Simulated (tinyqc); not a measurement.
Worked calculation: physical sputtering: collision-cascade yield, angular dependence, faceting and resputtering in deposition. Computed by tinyqc, a small Python program that keeps every step. Command: `OMP_NUM_THREADS=1 python tinyqc.py 3011469 3011470 out.jsonl sputter walk`. One thread of a shared host (Intel(R) Xeon(R) Processor @ 2.30GHz), about 0.01 s of CPU time with the checks. Intermediate numbers are printed to about 6 digits and carried at full precision; extremes and crossings named in words are read from the listed rows.

Ions start collision cascades; atoms that reach the surface with more than U leave. The target is amorphous or fine-grained.

Inputs (values chosen for the exercise, modelled on argon ions on tantalum):
```
quantity                                                  value     unit
ion Z1                                                       18        -
ion mass M1                                               39.95        u
target Z2                                                    73        -
target mass M2                                            180.9        u
surface binding energy U                                    8.1       eV
target density N                                           55.5   1/nm^3
fit factor Q                                               0.54        -
ion energy E                                                130       eV
current density J                                           1.2  mA/cm^2
angular exponent f                                          2.3        -
angle of the largest yield                                   66  degrees
angle of incidence                                           60  degrees
deposition rate over sputter rate on a flat surface, D/S    5.9        -
```

Constants: e = 1.602176634e-19 C.

## Yield at normal incidence

gamma = 4 M1 M2/(M1 + M2)^2; threshold E_th = 6.7 U/gamma for M1 >= M2, else U (1 + 5.7 M1/M2)/gamma. eps = 0.03255 M2 E/(Z1 Z2 (M1 + M2) z), z = (Z1^(2/3) + Z2^(2/3))^(1/2), E in eV; s_n = 3.441 sqrt(eps) ln(eps + 2.718)/(1 + 6.355 sqrt(eps) + eps (6.882 sqrt(eps) - 1.708)); S_n = 84.78 Z1 Z2 M1 s_n/((M1 + M2) z) in eV angstrom^2; alpha = 0.249 (M2/M1)^0.56 + 0.0035 (M2/M1)^1.5 for M1 <= M2, else 0.0875 (M2/M1)^(-0.15) + 0.165 M2/M1; Y0 = 0.042 Q alpha S_n/U [1 - sqrt(E_th/E)]^2.5 (the electronic-loss factor of the full formula is dropped). Erosion rate = Y0 J/(e N); 1 cm^2 = 1e14 nm^2.

energy transfer factor gamma = 0.592680

threshold E_th = 30.8703 eV

reduced energy eps = 5.34716e-04

nuclear stopping S_n = 283.626 eV angstrom^2

alpha = 0.613842

yield Y0 = 0.0917517 atoms per ion

erosion rate = 7.42922 nm/min

The threshold factor is 0.188; the energy cost is 1420 eV per removed atom, 175 times U. Caution: within a few times the threshold, cascades are short and these fits are rough.

## Oblique incidence

Angular law: Y/Y0 = t^f exp(-f cos(a_opt)(t - 1)), t = 1/cos(angle), largest at a_opt. A plane tilted by the angle recedes along the beam at a speed proportional to Y(angle), and along its own normal as Y cos(angle).

Y/Y0 at the angle = 1.93236

yield at the angle = 0.177298 atoms per ion

normal speed relative to a flat surface = 0.966182

largest Y/Y0 = 2.02294

## Deposition with resputtering

With a directional flux, net growth along the beam is D - S Y(angle)/Y0. Slopes where Y/Y0 exceeds D/S are etched: solve Y/Y0 = D/S below a_opt, if the largest Y/Y0 exceeds D/S. The normal speed is largest where f (1 - cos(a_opt)/cos(angle)) = 1, cos(angle) = f cos(a_opt)/(f - 1), or at angle 0 if this exceeds 1.

Angle of zero net growth: none: every slope grows

angle of the largest normal speed = 43.9776 degrees

Deposition outweighs sputtering at every angle, so no slope is cut back.

## Yield over energy

The formulas are those given above.

Normal incidence:
```
E (eV)          eps  S_n (eV angstrom^2)           Y0  Y0 per keV
50      2.05660e-04               184.80  6.74841e-03    0.134968
100     4.11320e-04               252.69  5.71754e-02    0.571754
200     8.22640e-04               341.43  1.68545e-01    0.842723
300     1.23396e-03               404.40  2.64270e-01    0.880901
500     2.05660e-03               496.27  4.17630e-01    0.835260
1000    4.11320e-03               643.75  6.82567e-01    0.682567
2000    8.22640e-03               815.73  1.00629e+00    0.503146
5000    2.05660e-02              1070.80  1.49993e+00    0.299986
10000   4.11320e-02              1271.22  1.89396e+00    0.189396
30000   1.23396e-01              1553.18  2.46058e+00    0.082019
100000  4.11320e-01              1661.83  2.73246e+00    0.027325
```

The yield per keV peaks at 300 eV among these rows, 10 times the threshold, the most economical range for removing atoms. Y0 varies as E^3.08 between the first rows and as E^0.09 at the end, where nuclear stopping is flattening. Caution: the electronic-loss factor, dropped here, would lower the yields at the highest energies slightly.

Checks made by the program: position of the angular maximum (relative difference below 1e-10).
